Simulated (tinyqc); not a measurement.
# Threshold of a short bulk MOSFET: charge sharing, barrier lowering, narrow width: what changes with what

n-channel device on a p-type body, depletion approximation, full ionisation. Uniform doping N = Na. Vbi from Boltzmann statistics is rough for the degenerate source. Cox = eps0 eox/tox.

Inputs (values chosen for the exercise); band and dielectric values close to those of silicon:
- T = 300 K (temperature)
- Eg = 1.13 eV (band gap)
- eps_r = 11.9 (relative permittivity)
- Nc = 2.85e19 cm^-3 (conduction-band density of states at T)
- Nv = 2.62e19 cm^-3 (valence-band density of states at T)
- eox = 3.9 (relative permittivity of the gate insulator (close to silicon dioxide))
- tox = 4.6 nm (insulator thickness)
- Na = 9.7e17 cm^-3 (channel doping)
- Nsd = 1e20 cm^-3 (source and drain doping)
- Vfb = -0.97 V (flat-band voltage for the doping Na)
- xj = 11 nm (junction depth)
- Vbs = -1 V (body-source voltage)
- Vds = 1.2 V (drain-source voltage)
- W = 210 nm (gate width)
- xw = 0 (shape factor of the fringing depletion at the width edges)
- L = 250 nm (channel length)

Constants: q = 1.602176634e-19 C, kB = 1.380649e-23 J/K, Vt = kB T/q, eps0 = 8.8541878128e-14 F/cm where lengths are in cm. Results are converted to the units shown.

Each table varies one quantity; the others keep the values above.

## Threshold roll-off against channel length

ni = sqrt(Nc Nv) exp(-Eg/(2 Vt)), Eg in volts; 2 pB = 2 Vt ln(N/ni); flat band Vfb - Vt ln(N/Na); Wd = sqrt(2 eps0 eps_r (2 pB - Vbs)/(q N)); body term q N Wd/Cox; long-channel VT0 = flat band + 2 pB + body term; Vbi = Vt ln(N Nsd/ni^2); scale length l = sqrt((eps_r/eox) tox Wd). Charge sharing (trapezoid; it ignores Vds): F = (xj/L)(sqrt(1 + 2 Wd/xj) - 1), lowering = body term times F. Barrier lowering: th = exp(-L/(2 l)) + 2 exp(-L/l), lowering = th [2 (Vbi - 2 pB) + Vds], DIBL = th. Narrow width: rise = body term times xw Wd/W. VT by each model = VT0 - lowering + rise. DIBL under 0.001 mV/V is printed as 0.

The same in every row: N (cm^-3) = 9.700e17; VT0 (V) = 1.054.

Threshold roll-off against channel length:
```
L (nm)    L/l        F  DIBL (mV/V)  VT, charge sharing (V)  VT, barrier lowering (V)
85      3.161   0.2873        290.6                  0.7476                    0.6355
120     4.463   0.2035        130.5                  0.8369                    0.8661
180     6.694   0.1357        37.67                  0.9093                    0.9997
260     9.669  0.09391        8.078                  0.9538                     1.042
370     13.76  0.06599        1.031                  0.9836                     1.052
540     20.08  0.04522      0.04359                   1.006                     1.054
770     28.63  0.03171            0                   1.020                     1.054
1100    40.91  0.02220            0                   1.030                     1.054
1600    59.50  0.01526            0                   1.038                     1.054
```

What does the comparison show?

VT by barrier lowering rises from 0.636 to 1.05 V and VT by charge sharing rises from 0.748 to 1.04 V. DIBL is under 100 mV/V from L = 180 nm on among the rows (th = 0.1 at L/l = 4.92). For L = 85 DIBL exceeds 250 mV/V, where the barrier formula is rough.

## Effect of the insulator thickness

Same model as above.

The same in every row: N (cm^-3) = 9.700e17; F = 0.09767.

Result of one run:
```
tox (nm)  VT0 (V)    L/l  DIBL (mV/V)  VT, charge sharing (V)  VT, barrier lowering (V)
8.9         2.051  6.684        37.87                   1.849                     1.996
```

What becomes of these results when the insulator thickness tox is changed from 8.9 to 4 nm, all else the same?

Result of the changed run:
```
tox (nm)  VT0 (V)    L/l  DIBL (mV/V)  VT, charge sharing (V)  VT, barrier lowering (V)
4          0.9148  9.970        6.934                  0.8243                    0.9049
```

The whole series:
```
tox (nm)  VT0 (V)    L/l  DIBL (mV/V)  VT, charge sharing (V)  VT, barrier lowering (V)
1.8        0.4047  14.86       0.5932                  0.3640                    0.4039
2.4        0.5439  12.87        1.609                  0.4895                    0.5416
3.1        0.7062  11.32        3.498                  0.6360                    0.7011
4          0.9148  9.970        6.934                  0.8243                    0.9049
5.2         1.193  8.744        12.94                   1.075                     1.174
6.8         1.564  7.647        22.81                   1.410                     1.531
8.9         2.051  6.684        37.87                   1.849                     1.996
12          2.770  5.756        62.57                   2.498                     2.680
```

As tox goes from 1.8 to 12, VT0 rises from 0.405 to 2.77 V, DIBL rises from 0.593 to 62.6 mV/V, F stays at 0.0977 and VT by barrier lowering rises from 0.404 to 2.68 V.

Numbers from tinyqc (`OMP_NUM_THREADS=1 python tinyqc.py 2002206 2002207 out.jsonl`; about 0.01 s on one thread of a shared Intel Xeon 2.30GHz).
